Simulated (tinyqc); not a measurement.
Worked calculation: G0W0 on RHF in the sto-3g basis, for H6, spin multiplicity 1. Computed by tinyqc, a small Python program that keeps every step (integrals from PySCF). Settings: charge = 0, multiplicity = 1, basis = sto-3g, method = RHF, energy threshold = 1e-10, iteration cap = 69, orthogonalisation = symmetric, start = atomic densities, DIIS depth = 6. Command: `OMP_NUM_THREADS=1 python tinyqc.py 20881 20882 out.jsonl` (the two numbers bound the seeds that draw the settings). One thread of a shared host (Intel(R) Xeon(R) Processor @ 2.60GHz), about 0.08 s of CPU time with the checks. The early iterations of the SCF are left out here.

## One-electron integrals

Geometry (angstrom):
```
atom         x         y         z
H     0.000000  0.000000  0.000000
H     0.000000  0.000000  0.779000
H     0.000000  0.000000  1.799000
H     0.000000  0.000000  2.578000
H     0.000000  0.000000  3.598000
H     0.000000  0.000000  4.377000
```

Basis sto-3g: exponents (1/bohr^2) and contraction coefficients of normalised primitives:
```
element  l (shell)  exponent  coefficient
H            s (1)  3.425251     0.154329
H            s (1)  0.623914     0.535328
H            s (1)  0.168855     0.444635
```

Overlap, kinetic and nuclear-attraction integrals over the contracted functions; the nuclear repulsion is the sum of Za Zb / Rab.

nuclear repulsion = 5.26541654 hartree

overlap S, order 1H 1s, 2H 1s, 3H 1s, 4H 1s, 5H 1s, 6H 1s:
```
[[1.000000, 0.634428, 0.164347, 0.042715, 0.004769, 0.000653],
 [0.634428, 1.000000, 0.484779, 0.164347, 0.026563, 0.004769],
 [0.164347, 0.484779, 1.000000, 0.634428, 0.164347, 0.042715],
 [0.042715, 0.164347, 0.634428, 1.000000, 0.484779, 0.164347],
 [0.004769, 0.026563, 0.164347, 0.484779, 1.000000, 0.634428],
 [0.000653, 0.004769, 0.042715, 0.164347, 0.634428, 1.000000]]
```

kinetic energy T (hartree), order 1H 1s, 2H 1s, 3H 1s, 4H 1s, 5H 1s, 6H 1s:
```
[[0.760032, 0.214361, -0.006144, -0.010152, -0.002597, -0.000525],
 [0.214361, 0.760032, 0.104058, -0.006144, -0.008203, -0.002597],
 [-0.006144, 0.104058, 0.760032, 0.214361, -0.006144, -0.010152],
 [-0.010152, -0.006144, 0.214361, 0.760032, 0.104058, -0.006144],
 [-0.002597, -0.008203, -0.006144, 0.104058, 0.760032, 0.214361],
 [-0.000525, -0.002597, -0.010152, -0.006144, 0.214361, 0.760032]]
```

nuclear attraction V (hartree), order 1H 1s, 2H 1s, 3H 1s, 4H 1s, 5H 1s, 6H 1s:
```
[[-2.623413, -1.711975, -0.428040, -0.109919, -0.011929, -0.001614],
 [-1.711975, -2.989030, -1.367613, -0.449951, -0.068831, -0.011929],
 [-0.428040, -1.367613, -3.153347, -1.916850, -0.449951, -0.109919],
 [-0.109919, -0.449951, -1.916850, -3.153347, -1.367613, -0.428040],
 [-0.011929, -0.068831, -0.449951, -1.367613, -2.989030, -1.711975],
 [-0.001614, -0.011929, -0.109919, -0.428040, -1.711975, -2.623413]]
```

core Hamiltonian H = T + V (hartree), order 1H 1s, 2H 1s, 3H 1s, 4H 1s, 5H 1s, 6H 1s:
```
[[-1.863381, -1.497614, -0.434183, -0.120071, -0.014526, -0.002139],
 [-1.497614, -2.228998, -1.263555, -0.456094, -0.077034, -0.014526],
 [-0.434183, -1.263555, -2.393315, -1.702489, -0.456094, -0.120071],
 [-0.120071, -0.456094, -1.702489, -2.393315, -1.263555, -0.434183],
 [-0.014526, -0.077034, -0.456094, -1.263555, -2.228998, -1.497614],
 [-0.002139, -0.014526, -0.120071, -0.434183, -1.497614, -1.863381]]
```

## Two-electron integrals

Functions are numbered as in S; the eight-fold symmetry (ij|kl) = (ji|kl) = (kl|ij) leaves the list below.

Two-electron integrals (ij|kl) in chemists' order, unique and non-zero (hartree):
```
(11|11) 0.774606   (21|11) 0.422591   (21|21) 0.272456   (22|11) 0.555421
(22|21) 0.422591   (22|22) 0.774606   (31|11) 0.081168   (31|21) 0.057385
(31|22) 0.099807   (31|31) 0.014423   (32|11) 0.192521   (32|21) 0.152789
(32|22) 0.300164   (32|31) 0.044185   (32|32) 0.149751   (33|11) 0.292083
(33|21) 0.233107   (33|22) 0.471575   (33|31) 0.081168   (33|32) 0.300164
(33|33) 0.774606   (41|11) 0.017192   (41|21) 0.012596   (41|22) 0.022701
(41|31) 0.003436   (41|32) 0.011046   (41|33) 0.022701   (41|41) 0.000872
(42|11) 0.053083   (42|21) 0.041631   (42|22) 0.081168   (42|31) 0.012768
(42|32) 0.044185   (42|33) 0.099807   (42|41) 0.003436   (42|42) 0.014423
(43|11) 0.154017   (43|21) 0.119078   (43|22) 0.233107   (43|31) 0.041631
(43|32) 0.152789   (43|33) 0.422591   (43|41) 0.012596   (43|42) 0.057385
(43|43) 0.272456   (44|11) 0.205196   (44|21) 0.154017   (44|22) 0.292083
(44|31) 0.053083   (44|32) 0.192521   (44|33) 0.555421   (44|41) 0.017192
(44|42) 0.081168   (44|43) 0.422591   (44|44) 0.774606   (51|11) 0.001443
(51|21) 0.001099   (51|22) 0.002075   (51|31) 0.000333   (51|32) 0.001133
(51|33) 0.002577   (51|41) 0.000091   (51|42) 0.000380   (51|43) 0.001538
(51|44) 0.002263   (51|51) 0.000010   (52|11) 0.006713   (52|21) 0.005178
(52|22) 0.010011   (52|31) 0.001664   (52|32) 0.005843   (52|33) 0.014194
(52|41) 0.000475   (52|42) 0.002073   (52|43) 0.009003   (52|44) 0.014194
(52|51) 0.000057   (52|52) 0.000330   (53|11) 0.032890   (53|21) 0.024648
(53|22) 0.046637   (53|31) 0.008315   (53|32) 0.029760   (53|33) 0.081168
(53|41) 0.002568   (53|42) 0.011774   (53|43) 0.057385   (53|44) 0.099807
(53|51) 0.000333   (53|52) 0.002073   (53|53) 0.014423   (54|11) 0.083518
(54|21) 0.060970   (54|22) 0.111991   (54|31) 0.019979   (54|32) 0.070129
(54|33) 0.192521   (54|41) 0.006371   (54|42) 0.029760   (54|43) 0.152789
(54|44) 0.300164   (54|51) 0.000880   (54|52) 0.005843   (54|53) 0.044185
(54|54) 0.149751   (55|11) 0.147075   (55|21) 0.104937   (55|22) 0.187695
(55|31) 0.032890   (55|32) 0.111991   (55|33) 0.292083   (55|41) 0.010192
(55|42) 0.046637   (55|43) 0.233107   (55|44) 0.471575   (55|51) 0.001443
(55|52) 0.010011   (55|53) 0.081168   (55|54) 0.300164   (55|55) 0.774606
(61|11) 0.000161   (61|21) 0.000122   (61|22) 0.000233   (61|31) 0.000039
(61|32) 0.000138   (61|33) 0.000342   (61|41) 0.000011   (61|42) 0.000050
(61|43) 0.000219   (61|44) 0.000342   (61|51) 1.37e-06   (61|52) 0.000008
(61|53) 0.000050   (61|54) 0.000138   (61|55) 0.000233   (61|61) 1.94e-07
(62|11) 0.001009   (62|21) 0.000761   (62|22) 0.001443   (62|31) 0.000250
(62|32) 0.000880   (62|33) 0.002263   (62|41) 0.000074   (62|42) 0.000333
(62|43) 0.001538   (62|44) 0.002577   (62|51) 0.000009   (62|52) 0.000057
(62|53) 0.000380   (62|54) 0.001133   (62|55) 0.002075   (62|61) 1.37e-06
(62|62) 0.000010   (63|11) 0.007499   (63|21) 0.005508   (63|22) 0.010192
(63|31) 0.001812   (63|32) 0.006371   (63|33) 0.017192   (63|41) 0.000561
(63|42) 0.002568   (63|43) 0.012596   (63|44) 0.022701   (63|51) 0.000074
(63|52) 0.000475   (63|53) 0.003436   (63|54) 0.011046   (63|55) 0.022701
(63|61) 0.000011   (63|62) 0.000091   (63|63) 0.000872   (64|11) 0.025322
(64|21) 0.018213   (64|22) 0.032890   (64|31) 0.005802   (64|32) 0.019979
(64|33) 0.053083   (64|41) 0.001812   (64|42) 0.008315   (64|43) 0.041631
(64|44) 0.081168   (64|51) 0.000250   (64|52) 0.001664   (64|53) 0.012768
(64|54) 0.044185   (64|55) 0.099807   (64|61) 0.000039   (64|62) 0.000333
(64|63) 0.003436   (64|64) 0.014423   (65|11) 0.084353   (65|21) 0.059473
(65|22) 0.104937   (65|31) 0.018213   (65|32) 0.060970   (65|33) 0.154017
(65|41) 0.005508   (65|42) 0.024648   (65|43) 0.119078   (65|44) 0.233107
(65|51) 0.000761   (65|52) 0.005178   (65|53) 0.041631   (65|54) 0.152789
(65|55) 0.422591   (65|61) 0.000122   (65|62) 0.001099   (65|63) 0.012596
(65|64) 0.057385   (65|65) 0.272456   (66|11) 0.120900   (66|21) 0.084353
(66|22) 0.147075   (66|31) 0.025322   (66|32) 0.083518   (66|33) 0.205196
(66|41) 0.007499   (66|42) 0.032890   (66|43) 0.154017   (66|44) 0.292083
(66|51) 0.001009   (66|52) 0.006713   (66|53) 0.053083   (66|54) 0.192521
(66|55) 0.555421   (66|61) 0.000161   (66|62) 0.001443   (66|63) 0.017192
(66|64) 0.081168   (66|65) 0.422591   (66|66) 0.774606
```

## Orthogonalisation

S = U s U^T; symmetric (Loewdin) form X = U s^(-1/2) U^T, so that X^T S X = 1.

eigenvalues of S: [0.180650, 0.287031, 0.467577, 1.097509, 1.690128, 2.277104]

X, order 1H 1s, 2H 1s, 3H 1s, 4H 1s, 5H 1s, 6H 1s:
```
[[1.233437, -0.482971, 0.086123, -0.021878, 0.004208, -0.001260],
 [-0.482971, 1.391203, -0.400163, 0.093605, -0.013884, 0.004208],
 [0.086123, -0.400163, 1.409444, -0.535178, 0.093605, -0.021878],
 [-0.021878, 0.093605, -0.535178, 1.409444, -0.400163, 0.086123],
 [0.004208, -0.013884, 0.093605, -0.400163, 1.391203, -0.482971],
 [-0.001260, 0.004208, -0.021878, 0.086123, -0.482971, 1.233437]]
```

## Iteration 8 (converged): orbitals

converged F (hartree), order 1H 1s, 2H 1s, 3H 1s, 4H 1s, 5H 1s, 6H 1s:
```
[[-0.347799, -0.585941, -0.202378, -0.043248, -0.004121, -0.006097],
 [-0.585941, -0.437793, -0.413882, -0.203181, -0.037707, -0.004121],
 [-0.202378, -0.413882, -0.449161, -0.603548, -0.203181, -0.043248],
 [-0.043248, -0.203181, -0.603548, -0.449161, -0.413882, -0.202378],
 [-0.004121, -0.037707, -0.203181, -0.413882, -0.437793, -0.585941],
 [-0.006097, -0.004121, -0.043248, -0.202378, -0.585941, -0.347799]]
```

Diagonalise F' = X^T F X, C = X C', fill 3 alpha and 3 beta electrons from the bottom; D = 2 C_occ C_occ^T. Each column has its largest component positive (the first on a tie).

F' = X^T F X (hartree):
```
[[0.055110, -0.645992, 0.095892, -0.006967, 0.007569, -0.010501],
 [-0.645992, 0.162053, -0.443587, 0.105192, -0.016961, 0.007569],
 [0.095892, -0.443587, 0.178885, -0.703250, 0.105192, -0.006967],
 [-0.006967, 0.105192, -0.703250, 0.178885, -0.443587, 0.095892],
 [0.007569, -0.016961, 0.105192, -0.443587, 0.162053, -0.645992],
 [-0.010501, 0.007569, -0.006967, 0.095892, -0.645992, 0.055110]]
```

orbital energies (hartree): [-0.733288, -0.599728, -0.409311, 0.393022, 0.807935, 1.333466]

coefficients C, order 1H 1s, 2H 1s, 3H 1s, 4H 1s, 5H 1s, 6H 1s:
```
[[0.169269, 0.353039, -0.425086, 0.675695, -0.816365, 0.552757],
 [0.255018, 0.402632, -0.288977, -0.436058, 0.980591, -0.935656],
 [0.355632, 0.101401, 0.442830, -0.650727, -0.329622, 1.258882],
 [0.355632, -0.101401, 0.442830, 0.650727, -0.329622, -1.258882],
 [0.255018, -0.402632, -0.288977, 0.436058, 0.980591, 0.935656],
 [0.169269, -0.353039, -0.425086, -0.675695, -0.816365, -0.552757]]
```

D after iteration 8, order 1H 1s, 2H 1s, 3H 1s, 4H 1s, 5H 1s, 6H 1s:
```
[[0.667973, 0.616304, -0.184490, -0.327684, 0.047723, 0.169426],
 [0.616304, 0.621310, 0.007104, -0.156206, -0.027142, 0.047723],
 [-0.184490, 0.007104, 0.665710, 0.624581, -0.156206, -0.327684],
 [-0.327684, -0.156206, 0.624581, 0.665710, 0.007104, -0.184490],
 [0.047723, -0.027142, -0.156206, 0.007104, 0.621310, 0.616304],
 [0.169426, 0.047723, -0.327684, -0.184490, 0.616304, 0.667973]]
```

## Convergence

Stop when the energy changes by less than 1e-10 hartree and every element of the error matrix X^T (F D S - S D F) X is below 3e-06.

Course of the cycle:
```
iteration  E (hartree)     change  largest element of the error matrix
1          -2.65617226          -                             6.90e-02
2          -3.23937793  -5.83e-01                             4.67e-02
3          -3.24296902  -3.59e-03                             3.03e-02
4          -3.24523652  -2.27e-03                             4.77e-03
5          -3.24529174  -5.52e-05                             6.34e-05
6          -3.24529175  -5.30e-09                             9.08e-06
7          -3.24529175  -1.97e-10                             1.87e-07
8          -3.24529175  -9.77e-14                             8.58e-10
```

PySCF RHF in the same basis = -3.24529175 hartree

Converged in 8 iterations.

## Integrals over molecular orbitals

(pq|rs) = sum C_ip C_jq C_kr C_ls (ij|kl), one index at a time.

one-electron integrals over orbitals h = C^T H C (hartree):
```
[[-2.461262, 0.000000, -0.156386, 0.000000, -0.076466, 0.000000],
 [0.000000, -2.195988, 0.000000, 0.204287, 0.000000, 0.058505],
 [-0.156386, 0.000000, -2.111131, 0.000000, 0.179364, 0.000000],
 [0.000000, 0.204287, 0.000000, -1.719093, 0.000000, 0.170556],
 [-0.076466, 0.000000, 0.179364, 0.000000, -1.342608, 0.000000],
 [0.000000, 0.058505, 0.000000, 0.170556, 0.000000, -1.096658]]
```

Two-electron integrals over orbitals (pq|rs), unique and non-zero (hartree):
```
(11|11) 0.449374    (21|21) 0.131247    (22|11) 0.359032    (22|22) 0.406572
(31|11) 0.085267    (31|22) -0.042142   (31|31) 0.118716    (32|21) -0.118960
(32|32) 0.141911    (33|11) 0.405249    (33|22) 0.372390    (33|31) 0.036442
(33|33) 0.407170    (41|21) -0.044360   (41|32) -0.006465   (41|41) 0.080411
(42|11) -0.070965   (42|22) -0.004676   (42|31) -0.056418   (42|33) -0.013545
(42|42) 0.078741    (43|21) -0.073252   (43|32) 0.074951    (43|41) 0.012929
(43|43) 0.086450    (44|11) 0.407656    (44|22) 0.374710    (44|31) 0.033666
(44|33) 0.396493    (44|42) -0.026358   (44|44) 0.413902    (51|11) 0.006768
(51|22) 0.032669    (51|31) -0.029063   (51|33) -0.012458   (51|42) -0.033444
(51|44) 0.000573    (51|51) 0.050479    (52|21) 0.032473    (52|32) 0.000997
(52|41) -0.055001   (52|43) 0.034242    (52|52) 0.084651    (53|11) -0.079085
(53|22) -0.009694   (53|31) -0.061749   (53|33) -0.029873   (53|42) 0.073054
(53|44) -0.025164   (53|51) -0.024902   (53|53) 0.079999    (54|21) -0.121811
(54|32) 0.134541    (54|41) 0.006429    (54|43) 0.076238    (54|52) -0.004306
(54|54) 0.146232    (55|11) 0.380747    (55|22) 0.412987    (55|31) -0.027277
(55|33) 0.389102    (55|42) -0.013267   (55|44) 0.399386    (55|51) 0.031938
(55|53) -0.017132   (55|55) 0.442774    (61|21) 0.001959    (61|32) 0.018784
(61|41) -0.029621   (61|43) -0.043204   (61|52) -0.028618   (61|54) 0.015192
(61|61) 0.065555    (62|11) -0.011835   (62|22) -0.036721   (62|31) 0.026222
(62|33) 0.000344    (62|42) 0.028339    (62|44) 0.001852    (62|51) -0.044378
(62|53) 0.030105    (62|55) -0.036104   (62|62) 0.046937    (63|21) 0.047077
(63|32) -0.003157   (63|41) -0.074803   (63|43) -0.016108   (63|52) 0.054157
(63|54) -0.004043   (63|61) 0.028960    (63|63) 0.081053    (64|11) -0.087800
(64|22) 0.032981    (64|31) -0.112547   (64|33) -0.039155   (64|42) 0.058149
(64|44) -0.039313   (64|51) 0.025456    (64|53) 0.062113    (64|55) 0.030187
(64|62) -0.025477   (64|64) 0.122390    (65|21) -0.133351   (65|32) 0.123309
(65|41) 0.045230    (65|43) 0.077464    (65|52) -0.034040   (65|54) 0.130851
(65|61) -0.002964   (65|63) -0.052866   (65|65) 0.151907    (66|11) 0.484286
(66|22) 0.386751    (66|31) 0.094399    (66|33) 0.440798    (66|42) -0.079832
(66|44) 0.449241    (66|51) 0.007551    (66|53) -0.091633   (66|55) 0.422320
(66|62) -0.014397   (66|64) -0.104841   (66|66) 0.555695
```

## Screening: direct RPA

With D = e_a - e_i and K = (ia|jb): diagonalise D^(1/2) (D + 4K) D^(1/2) = Z w^2 Z^T; X + Y = D^(1/2) Z w^(-1/2), each column of Z with its largest component positive (the first on a tie); E_c = (sum w - tr (D + 2K)) / 2.

D^(1/2) (D + 4K) D^(1/2) (hartree^2), order 1>4, 1>5, 1>6, 2>4, 2>5, 2>6, 3>4, 3>5, 3>6:
```
[[1.630846, 0.000000, -0.180770, 0.000000, -0.277019, 0.000000, 0.049162, 0.000000, -0.419209],
 [0.000000, 2.686566, 0.000000, -0.165475, 0.000000, -0.306407, 0.000000, -0.136433, 0.000000],
 [-0.180770, 0.000000, 4.813418, 0.000000, -0.195252, 0.000000, -0.222539, 0.000000, 0.219849],
 [0.000000, -0.165475, 0.000000, 1.298231, 0.000000, 0.157037, 0.000000, 0.321228, 0.000000],
 [-0.277019, 0.000000, -0.195252, 0.000000, 2.458157, 0.000000, 0.145562, 0.000000, 0.339303],
 [0.000000, -0.306407, 0.000000, 0.157037, 0.000000, 4.100195, 0.000000, 0.184724, 0.000000],
 [0.049162, 0.000000, -0.222539, 0.000000, 0.145562, 0.000000, 0.921185, 0.000000, -0.076189],
 [0.000000, -0.136433, 0.000000, 0.321228, 0.000000, 0.184724, 0.000000, 1.871202, 0.000000],
 [-0.419209, 0.000000, 0.219849, 0.000000, 0.339303, 0.000000, -0.076189, 0.000000, 3.602299]]
```

excitation energies w (hartree): [0.943115, 1.071123, 1.222272, 1.397896, 1.543551, 1.629643, 1.941228, 2.049156, 2.211691]

X + Y, order 1>4, 1>5, 1>6, 2>4, 2>5, 2>6, 3>4, 3>5, 3>6:
```
[[-0.087236, 0.000000, 0.918763, 0.000000, -0.148569, 0.000000, -0.155737, 0.000000, -0.053075],
 [0.000000, 0.072459, 0.000000, 0.231337, 0.000000, 0.923715, 0.000000, -0.185215, 0.000000],
 [0.067804, 0.000000, 0.079689, 0.000000, 0.114065, 0.000000, -0.175843, 0.000000, 0.944870],
 [0.000000, 0.883837, 0.000000, 0.310069, 0.000000, -0.098898, 0.000000, 0.052683, 0.000000],
 [-0.129065, 0.000000, 0.235807, 0.000000, 0.877795, 0.000000, 0.260139, 0.000000, -0.038504],
 [0.000000, -0.024277, 0.000000, -0.085813, 0.000000, 0.256951, 0.000000, 0.941048, 0.000000],
 [0.912960, 0.000000, 0.076136, 0.000000, 0.063289, 0.000000, 0.000606, 0.000000, -0.036718],
 [0.000000, -0.417236, 0.000000, 0.840228, 0.000000, -0.139590, 0.000000, 0.076953, 0.000000],
 [0.033936, 0.000000, 0.181438, 0.000000, -0.348263, 0.000000, 0.866247, 0.000000, 0.161343]]
```

RPA correlation energy = -0.06456427 hartree

## G0W0 on Hartree-Fock: HOMO

W(p,q,m) = sqrt2 sum_ia (pq|ia) (X+Y)_ia,m; Sigma_c(x) = sum_(i,m) W^2/(x - e_i + w_m) + sum_(a,m) W^2/(x - e_a - w_m); solve x = e_p + Sigma_c(x) by Newton steps; Z = 1/(1 - dSigma/dx); 1 hartree = 27.211386 eV.

The 12 largest terms at x = e_p (hartree; W for the signs of X + Y given):
```
q  m          W       term
2  1   0.099036   0.008653
1  4  -0.110804   0.007130
4  1   0.098857  -0.005599
5  4   0.115294  -0.005083
6  7   0.128478  -0.004481
4  9  -0.068731  -0.001567
3  4  -0.045554   0.001484
5  8   0.060737  -0.001129
6  3  -0.056807  -0.001088
1  2  -0.037961   0.001033
4  5   0.048493  -0.001002
6  9   0.060694  -0.000932
```

Newton steps (hartree):
```
step          x  Sigma_c(x)         Z
0     -0.409311   -0.004414  0.977294
1     -0.413624   -0.004314  0.977239
2     -0.413624   -0.004314  0.977239
```

quasiparticle energy of the HOMO = -11.255292 eV

Hartree-Fock value = -11.137912 eV

## G0W0 on Hartree-Fock: LUMO

As before.

The 12 largest terms at x = e_p (hartree; W for the signs of X + Y given):
```
q  m          W       term
5  1   0.099688  -0.007318
3  1   0.098857   0.005599
6  4   0.110726  -0.005243
1  7  -0.122206   0.004868
2  4   0.106955   0.004785
1  3   0.064998   0.001799
3  9  -0.068731   0.001567
2  6  -0.058825   0.001320
2  2   0.050914   0.001256
4  4  -0.041498  -0.001232
2  8   0.060292   0.001195
1  9  -0.060361   0.001091
```

Newton steps (hartree):
```
step         x  Sigma_c(x)         Z
0     0.393022    0.010404  0.979986
1     0.403218    0.010196  0.979959
2     0.403218    0.010196  0.979959
```

quasiparticle energy of the LUMO = 10.972111 eV

Hartree-Fock value = 10.694674 eV
